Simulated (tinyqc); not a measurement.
Single-band model of a thermoelectric material: one step, computed by the program tinyqc. Command: `OMP_NUM_THREADS=1 python tinyqc.py 3002147 3002148 out.jsonl thermo walk`. One thread of a shared host (Intel(R) Xeon(R) Processor @ 2.30GHz), about 0.01 s of CPU time with the checks.

One spherical band, one scattering law, no minority carriers and no phonon drag. In a real material minority carriers limit |S| to about E_g/(2 e T), so larger values are formal. eta = E_F/(k_B T) is counted from the band edge; f = 1/(1 + exp(x - eta)).

Problem. Transport integrals. With x = E/(k_B T), a = alpha k_B T (0 for a parabolic band), G = x (1 + a x), D = 1 + 2 a x and <y> = int y f (1 - f) dx, f = 1/(1 + exp(x - eta)): tau = tau_0 G^r/D; transport function s = G^(3/2 + r)/D^2; n = N_0 <G^(3/2)> with N_0 = (2 m k_B T)^(3/2)/(3 pi^2 hbar^3). Integrals over x = E/(k_B T) use 160 Gauss-Legendre points in u = sqrt(x) from 0 to sqrt(max(eta, 0) + 32).

Inputs (values chosen for the exercise, modelled on n-type silicon): temperature T = 630 K.

Band: parabolic. Scattering: acoustic phonons, r = -0.5.

reduced Fermi level eta = 2.038805

Constants: k_B = 8.617333262e-05 eV/K.

Give: <s>; <x s>; <x^2 s>; <G^(3/2)>; <G^(3/2 + 2r)/D^4>.

Solution.

<s> = 2.161

<x s> = 7.194

<x^2 s> = 29.37

<G^(3/2)> = 3.830

<G^(3/2 + 2r)/D^4> = 1.312
